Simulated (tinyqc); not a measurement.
What moves the results: Stoner model of a band ferromagnet. A value that a table varies takes the place of the one given here.

Density of states per atom and spin: two humps, D(e) = (M/W) [1 - sp cos(4 pi e/W)]. Levels e -/+ I m/2 for up and down spin, m = n_up - n_down, n_up + n_down = nd. At zero temperature e(N) is the energy below which N states lie, and E(m) = sum over spins of integral e D de - I m^2/4.

Constants: kB = 8.617333262e-05 eV/K.

Inputs chosen for the exercise:
```
symbol  value  unit  meaning
W       4.8    eV    band width, e from -W/2 to W/2
M       5            states per atom and spin
nd      3.79         electrons per atom
sp      0.48         shape parameter
I       1.23   eV    Stoner parameter
```

## Moment against temperature

Fermi-Dirac occupations on 600 equal energy intervals; m is iterated from saturation until it changes by less than 1e-7 or for 400 rounds; the paramagnet is unstable while I times the mean of D weighted by -df/de exceeds 1.

Results:
```
T/Tc  T (K)  m (muB)  I D(T) of the paramagnet
0.10   1256    3.790                     1.465
0.30   3769    3.768                     1.306
0.50   6282    3.603                     1.241
0.65   8167    3.288                     1.181
0.80  10052    2.689                     1.106
0.90  11308    1.993                     1.053
0.95  11936    1.441                     1.026
1.10  13821    0.000                     0.949
```

Tc (from I D(T) = 1) = 1.26e+04 K

kB Tc = 1.083 eV, 0.23 of the exchange splitting at zero temperature. m keeps 0.95 of its first value at half Tc and 0.53 at 0.9 Tc. The model knows only Stoner excitations; spin waves and local moments bring the ordering temperature below the Stoner value.

## Moment against the Stoner parameter

Lowest state for each I.

Results:
```
I (eV)  I D(EF)  m (muB)  E - E(0) (meV)
0.49      0.604    0.000             0.0
0.65      0.802    0.000             0.0
0.73      0.900    0.000             0.0
0.81      0.999    0.000             0.0
0.90      1.110    0.920            -9.9
1.02      1.258    3.790          -241.7
1.22      1.505    3.790          -959.9
1.46      1.800    3.790         -1821.8
```

A moment first appears at I = 0.90 eV of those listed, where I D(EF) = 1.110. It is saturated at 3.790 from I = 1.02 eV on.

## Moment against band filling

Rigid band, I fixed: a Slater-Pauling curve.

Results:
```
nd   I D(EF)  m (muB)  m_max
3.0    1.841    3.000    3.0
4.0    1.379    4.000    4.0
5.0    0.666    5.000    5.0
6.0    1.379    4.000    4.0
6.5    1.671    3.500    3.5
7.0    1.841    3.000    3.0
7.5    1.896    2.500    2.5
8.0    1.841    2.000    2.0
8.5    1.671    1.500    1.5
9.0    1.379    1.000    1.0
9.5    0.972    0.000    0.5
```

Magnetic fillings among those listed: 3.0, 4.0, 5.0, 6.0, 6.5, 7.0, 7.5, 8.0, 8.5 and 9.0; the largest moment is 5.00 at nd = 5. At 3.0, 4.0, 5.0, 6.0, 6.5, 7.0, 7.5, 8.0, 8.5 and 9.0 the moment is saturated and follows m_max, changing by one per electron.

## What moves the moment

Lowest state for each case. Each row changes one parameter from the base and keeps the others.

Results:
```
case          I D(EF)  m (muB)  E - E(0) (meV)
base            1.517    3.790          -995.8
W = 4.416 eV    1.649    3.790         -1269.5
I = 1.328 eV    1.638    3.790         -1347.8
nd = 3.49       1.675    3.490          -905.4
sp = 0.58       1.616    3.790         -1008.6
```

The largest shifts from the base row, up to three for each result and ties (the steps differ in size, so this ranks the rows, not the parameters). I D(EF): nd +0.158, W +0.132, I +0.121. m (muB): nd -0.300; unchanged at the printed digits by W, I and sp. E - E(0) (meV): I -351.9, W -273.7, nd +90.5.

(tinyqc, `OMP_NUM_THREADS=1 python tinyqc.py 1652130 1652131 out.jsonl`, Intel(R) Xeon(R) Processor @ 2.30GHz, 1 thread, shared host, about 0.3 s.)
